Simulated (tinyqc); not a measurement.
From results to parameters: Hueckel model of a polar double bond. Computed by the program tinyqc.

Problem. A C=X pi bond in Hueckel theory has H_XX = alpha + h beta, H_CC = alpha and H_CX = k beta, with two electrons. Find h, k, the charge on carbon and the bond order.

x values of the two levels (E = alpha + x beta): 2.528939  -0.578939

Solution. The sum of the x values is h and their product is -k^2; the charge on carbon is h/sqrt(h^2 + 4k^2) and the bond order 2k/sqrt(h^2 + 4k^2).

h, k: 1.9500  1.2100
charge on carbon, bond order: 0.6274  0.7787
